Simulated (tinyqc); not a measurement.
Deformation-potential model of the X valleys of a conduction band: one step. Conductivity mass tensor.

Valleys with axes along x, y and z, one whole valley each. Herring-Vogt shift of a valley with unit axis a: dE = Xd tr(e) + Xu a.e.a. Non-degenerate shares n_i = exp(-dE_i/kT)/sum_j exp(-dE_j/kT). Inverse mass tensor of a valley: (1 - a a)/mt + a a/ml; the masses are taken as independent of strain.

Values chosen for the exercise (out of a larger set: near those of AlAs; not measured data): ml = 1.137 m0 (longitudinal mass); mt = 0.207 m0 (transverse mass).

shares: x 0.333333, y 0.333333, z 0.333333

Question. With one scattering time for all valleys the conductivity goes as M = sum_i n_i (inverse mass tensor of valley i); along the unit vector u, 1/m_c = u.M.u. Without stress 1/m_c = (1/ml + 2/mt)/3. Take u along [100].

Give: M; m_c along [100]; m_c without stress.

Answer.

M (1/m0):
```
       x      y      z
x  3.514  0.000  0.000
y  0.000  3.514  0.000
z  0.000  0.000  3.514
```

m_c along [100] = 0.2846 m0
m_c without stress = 0.2846 m0

The mobility along [100] does not change; with all electrons in the valleys lightest or heaviest along this direction it would change by +37 or -75 %.

Run: tinyqc, `OMP_NUM_THREADS=1 python tinyqc.py 1050232 1050233 out.jsonl`; Intel(R) Xeon(R) Processor @ 2.30GHz, one thread, shared host; about 0.01 s of CPU time with all checks.
